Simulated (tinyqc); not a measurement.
sp3s* tight binding, step by step. Values are carried at full precision from step to step, so a last printed digit may differ when a step is redone from the rounded ones.

sp3s* tight binding, nearest neighbours only: anion (a) at 0, cation (c) at a/4 (1,1,1), orbitals s, px, py, pz, s* on each; k in units of 2 pi/a. With phases e_j = exp(i (pi/2) k.n_j) for n = (1,1,1), (1,-1,-1), (-1,1,-1), (-1,-1,1): g0 = (e1+e2+e3+e4)/4, g1 = (e1+e2-e3-e4)/4, g2 = (e1-e2+e3-e4)/4, g3 = (e1-e2-e3+e4)/4. The diagonal holds the levels Esa, Epa, Exa (s*) and Esc, Epc, Exc. Anion-cation block: <sa|sc> = Vss g0; <sa|xc> = Vsapc g1; <xa|sc> = -Vscpa g1; <xa|xc> = Vxx g0; <xa|yc> = <ya|xc> = Vxy g3, <xa|zc> = <za|xc> = Vxy g2, <ya|zc> = <za|yc> = Vxy g1; <s*a|xc> = Vxapc g1; <xa|s*c> = -Vpaxc g1; y and z take g2 and g3 in place of g1; s-s* and s*-s* vanish.

Constants: hbar^2/2m0 = 3.80998211 eV angstrom^2.

Inputs chosen for the exercise (near a published set for Ge, fitted to gaps, whose masses and valley positions are rough; not measured data):
- k = (0.21, 0.21, 0) 2 pi/a (wave vector)
- Esa = -5.888 eV (s level of the anion)
- Epa = 1.609 eV (p level of the anion)
- Esc = -5.888 eV (s level of the cation)
- Epc = 1.609 eV (p level of the cation)
- Exa = 6.404 eV (s* level of the anion)
- Exc = 6.404 eV (s* level of the cation)
- Vss = -6.789 eV (s-s)
- Vxx = 1.612 eV (px-px)
- Vxy = 4.891 eV (px-py)
- Vsapc = 5.46 eV (s anion, p cation)
- Vscpa = 5.46 eV (s cation, p anion)
- Vxapc = 5.221 eV (s* anion, p cation)
- Vpaxc = 5.221 eV (p anion, s* cation)
- a = 5.658 angstrom (lattice constant)

## Phase sums

Form g0 to g3 at this k.

g0, g1, g2, g3: 0.89508  0.30645i  0.30645i  -0.10492

## The Hamiltonian without spin-orbit coupling

Fill in the 10 x 10 matrix.

H(k) (eV), lower triangle (Hermitian):
```
           sa        xa        ya        za       s*a       sc      xc      yc      zc     s*c
sa    -5.8880
xa          0    1.6090
ya          0         0    1.6090
za          0         0         0    1.6090
s*a         0         0         0         0    6.4040
sc    -6.0767   1.6732i   1.6732i    0.5729         0  -5.8880
xc   -1.6732i    1.4429   -0.5132  -1.4989i  -1.6000i        0  1.6090
yc   -1.6732i   -0.5132    1.4429  -1.4989i  -1.6000i        0       0  1.6090
zc    -0.5729  -1.4989i  -1.4989i    1.4429   -0.5478        0       0       0  1.6090
s*c         0   1.6000i   1.6000i    0.5478         0        0       0       0       0  6.4040
```

## Levels at this k

Diagonalise H, which belongs to k = (0.21, 0.21, 0) (2 pi/a). Four bands are filled (two electrons each); give the make-up of band 5, the lowest empty one.

levels (eV): -12.3525  -2.9151  -1.0920  -0.3470  1.7211  2.7959  3.5650  4.2238  7.2941  7.7927

weights of band 5: s 0.608, p 0.333, s* 0.059

weight of band 5 on atom a = 0.500

The vertical gap at this k is 2.0681 eV; band 5 is mostly s-like.

## Levels at Gamma

At k = 0 only g0 = 1 is left and H falls into 2 x 2 blocks [[E_a, V], [V, E_c]] with roots (E_a + E_c)/2 -/+ sqrt(((E_a - E_c)/2)^2 + V^2); the s* levels stay uncoupled. The direct gap runs from the highest lower root of the p blocks to the lowest upper root.

Blocks at Gamma (eV):
```
block            E_a      E_c        V  lower root  upper root
s (Gamma1)   -5.8880  -5.8880  -6.7890    -12.6770      0.9010
p (Gamma15)   1.6090   1.6090   1.6120     -0.0030      3.2210
```

direct gap at Gamma = 0.9040 eV

The lowest empty level at Gamma is s-like.

## Bands near the gap

Diagonalise at L = (1/2,1/2,1/2), X = (1,0,0), W = (1,1/2,0), K = (3/4,3/4,0) and at the fractions named between them; energies from the top of the valence band at Gamma; 4 bands are filled.

Levels (eV):
```
k        level 2  level 3  level 4  level 5  level 6
L         -7.973   -1.639   -1.639    0.767    2.445
L-G 0.5   -4.728   -0.954   -0.954    1.207    2.975
G          0.000    0.000    0.000    0.904    3.224
G-X 0.2   -1.574   -0.541   -0.541    1.811    2.643
G-X 0.4   -3.719   -1.545   -1.545    1.702    2.149
G-X 0.6   -5.797   -2.457   -2.457    1.030    1.884
G-X 0.7   -6.754   -2.807   -2.807    0.855    1.649
G-X 0.8   -7.640   -3.066   -3.066    0.792    1.396
G-X 0.9   -8.449   -3.225   -3.225    0.832    1.157
X         -9.181   -3.279   -3.279    0.961    0.961
W         -9.181   -3.279   -3.279    0.961    0.961
K         -8.724   -3.528   -2.799    0.873    1.154
K-G 0.5   -5.463   -2.338   -1.012    1.549    2.175
```

On these points the lowest empty level is lowest at L, 0.767 eV above the top.

## Valleys and masses

The lowest conduction level at Gamma, at its minimum on (x,0,0) for x from 0.5 to 1, and at the point L (L, and X where the search ends there, need not be minima in this model; a zero or negative inverse mass shows it). Inverse masses m0/m = (E(+h) + E(-h) - 2 E)/(2 c q^2) with c = hbar^2/2m0, q = h 2 pi/a, h = 0.002; longitudinal along the valley axis ([100] at Gamma and Delta, [111] at L), transverse along [010] or [1-10]. A dash: the next level lies within 0.15 eV, so a single mass has no use there.

Valleys:
```
valley  x (2 pi/a)  E - Ev (eV)  m0/m_l  m0/m_t
Gamma       0.0000       0.9040   15.53   15.53
Delta       0.8091       0.7916    1.10    0.53
L           0.5000       0.7667    0.43    1.32
```

Of these three the lowest is L, which makes the gap indirect, 0.7667 eV. At Delta m0/m_t is 0.53. This nearest-neighbour model is fitted to gaps: it places the Delta minimum and the masses at Delta and L only roughly (transverse masses can be several times too heavy), and since its bands are flat from X to W the transverse mass grows too heavy towards X; d orbitals or second neighbours cure this.

## Checks

- Direct gap at Gamma from the blocks against the full matrix: both 0.904000.

(tinyqc, `OMP_NUM_THREADS=1 python tinyqc.py 1450975 1450976 out.jsonl`, Intel(R) Xeon(R) Processor @ 2.30GHz, 1 thread, shared host, about 0.1 s.)
